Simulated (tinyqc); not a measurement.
Straight dislocations in isotropic elasticity: fields, energies, partials, Peierls stress and walls: one step, computed by the program tinyqc. Command: `OMP_NUM_THREADS=1 python tinyqc.py 3029303 3029304 out.jsonl disloc walk`. One thread of a shared host (Intel(R) Xeon(R) Processor @ 2.30GHz), about 0.01 s of CPU time with the checks.

The line runs along z, the glide plane is y = 0, and beta is the angle between b and the line (0 screw, 90 degrees edge): b_e = b sin(beta) along +x with the extra half plane at y > 0, b_s = b cos(beta). Stress is positive in tension.

Question. Stress at a point. With D = G b_e/(2 pi (1 - nu)), S = G b_s/(2 pi), r^2 = x^2 + y^2: s_xx = -D y (3x^2 + y^2)/r^4, s_yy = D y (x^2 - y^2)/r^4, s_xy = D x (x^2 - y^2)/r^4, s_zz = nu (s_xx + s_yy), s_xz = -S y/r^2, s_yz = S x/r^2. Pressure p = -trace/3.

Inputs (values chosen for the exercise, for a model fcc or diamond crystal): shear modulus G = 37.4 GPa; Poisson ratio nu = 0.334; Burgers vector b = 2.791 angstrom.

Character: screw.

field point (x, y) (nm): [-1.6, -6.1]

Give: stress; pressure p.

Answer.

stress (MPa):
```
,x,y,z
x,0.00,0.00,254.82
y,0.00,0.00,-66.84
z,254.82,-66.84,0.00
```

pressure p = 0 MPa

A screw dislocation has pure shear and no pressure field.
